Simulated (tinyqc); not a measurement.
Inside a calculation. Method: extended Hueckel theory, for H6. One step of it, computed by the program tinyqc.

Question. Mulliken analysis. P = C n C^T; charge = valence electrons (H 1) minus the sum of (P S)_ii on the atom; overlap population = 2 sum P_ij S_ij between two atoms.

coefficients:
```
            MO1        MO2        MO3        MO4        MO5        MO6
1H 1s  0.196772  -0.372880   0.442455   0.648438  -0.756152   0.506456
2H 1s  0.277232  -0.386520   0.225309  -0.436088   0.910050  -0.838724
3H 1s  0.345467  -0.119488  -0.432158  -0.612609  -0.298946   1.131791
4H 1s  0.345299   0.119628  -0.432510   0.612785  -0.300418  -1.130674
5H 1s  0.276785   0.387101   0.225051   0.435938   0.911413   0.836464
6H 1s  0.196439   0.373428   0.441997  -0.648120  -0.757288  -0.505148
```

occupations: 2.000000  2.000000  2.000000  0.000000  0.000000  0.000000

overlap S, lower triangle:
```
          1H 1s     2H 1s     3H 1s     4H 1s     5H 1s     6H 1s
1H 1s  1.000000
2H 1s  0.601226  1.000000
3H 1s  0.126857  0.421417  1.000000
4H 1s  0.031275  0.126857  0.601226  1.000000
5H 1s  0.003736  0.018095  0.126645  0.420859  1.000000
6H 1s  0.000666  0.003736  0.031217  0.126645  0.601226  1.000000
```

Give: charges; Overlap populations.

Answer.

charges: 1H -0.0755, 2H 0.0625, 3H 0.0132, 4H 0.0129, 5H 0.0623, 6H -0.0754

Overlap populations:
```
pair      value
2-1    0.717541
3-1   -0.039923
3-2    0.075164
4-1   -0.021020
4-2   -0.024336
4-3    0.702011
5-1    0.000145
5-2   -0.001606
5-3   -0.024261
5-4    0.074989
6-1    0.000253
6-2    0.000145
6-3   -0.020949
6-4   -0.039850
6-5    0.717617
```
